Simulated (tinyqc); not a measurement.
## Transit time and capacitance from two cut-off frequencies

Inverse problem. 1/(2 pi fT) = tauF + Vt C/JC, C the sum of the junction capacitances per area. Find C, tauF and the limit of fT at high current.

Values chosen for this exercise:
- T = 300 K (temperature)

Constants: q = 1.602176634e-19 C, kB = 1.380649e-23 J/K, Vt = kB T/q. Results are converted to the units shown.

JC (mA/um^2): 0.046  0.61
fT (GHz): 22.097119  47.849495

Solution. The delay is a straight line in 1/JC with slope Vt C and intercept tauF.

C = 7.46 fF/um^2
tauF = 3.01 ps
limit of fT = 52.9 GHz

Program tinyqc, `OMP_NUM_THREADS=1 python tinyqc.py 2320058 2320059 out.jsonl`; Intel Xeon 2.30GHz, shared host, one thread, about 0.01 s.
